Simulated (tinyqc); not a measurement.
MOSFET in saturation, small-signal circuit and noise: one step of the calculation.

Bias by the inversion coefficient IC = I/Ispec (charge-based model with velocity saturation; weak inversion below 0.1, strong above 10). Common-source circuit: gm, gds, Cgs, Cgd and Cj at the inner nodes, Rg in series with the gate; quasi-static, no source or drain resistance, no gate-body capacitance, no substrate network, no induced gate noise, so fmax is an upper estimate.

Task. Capacitances, gate resistance and cut-off frequencies. qs = [sqrt(1 + 4 IC) - 1]/2, Cgs = Cox W L qs (2 qs + 3)/(3 (qs + 1)^2) + Cov W, Cgd = Cov W, Cd = Cj W, Rg = Rsh (Wf/L)/(12 Nf) + Rc/W with Nf = W/Wf fingers (not rounded) contacted at both ends. fT = gm/(2 pi (Cgs + Cgd)), fmax = fT/(2 sqrt(Rg (gds + 2 pi fT Cgd))).

Values chosen for this exercise: gate length L = 350 nm; total gate width W = 5 um; gate capacitance Cox = 1.93 uF/cm^2; overlap and fringe capacitance per side Cov = 0.32 fF/um; drain junction capacitance Cj = 0.89 fF/um; sheet resistance of the gate Rsh = 15 ohm; finger width Wf = 2 um; gate contact and vertical resistance Rc = 300 ohm um; inversion coefficient IC = 0.26.

gm = 0.077078201 mS
gds = 7.0141163e-4 mS

Wanted: Cgs; Cgd; Cd; Rg; fT; fmax.

Result.

Cgs = 7.207 fF
Cgd = 1.600 fF
Cd = 4.450 fF
Rg = 62.86 ohm
fT = 1.393 GHz
fmax = 22.91 GHz

Overlap and fringe make up 36.3 % of the gate capacitance; fmax is 16.4 times fT.

Computed by the program tinyqc: `OMP_NUM_THREADS=1 python tinyqc.py 2150001 2150002 out.jsonl`, one thread of a shared Intel Xeon 2.30GHz, about 0.01 s for the whole run.
